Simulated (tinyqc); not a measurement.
CIS on RHF in the sto-3g basis, for H4, spin multiplicity 1, step by step. One step of it, computed by the program tinyqc.

Task: CIS triplet states. Diagonalise A (1 hartree = 27.211386 eV); each vector has its largest component positive (the first on a tie).

CIS matrix A, triplet (hartree):
```
,1>3,1>4,2>3,2>4
1>3,0.492046,0.000000,0.000000,-0.177397
1>4,0.000000,0.671803,-0.177397,0.000000
2>3,0.000000,-0.177397,0.327477,0.000000
2>4,-0.177397,0.000000,0.000000,0.502131
```

Give: triplet excitation energies; lowest vectors.

Result:

triplet excitation energies (eV): 6.8691  8.6973  18.3556  20.3226

lowest vectors:
```
,state 1,state 2,state 3,state 4
1>3,0.0000,0.7171,-0.6970,0.0000
1>4,0.3896,0.0000,0.0000,0.9210
2>3,0.9210,0.0000,0.0000,-0.3896
2>4,0.0000,0.6970,0.7171,0.0000
```
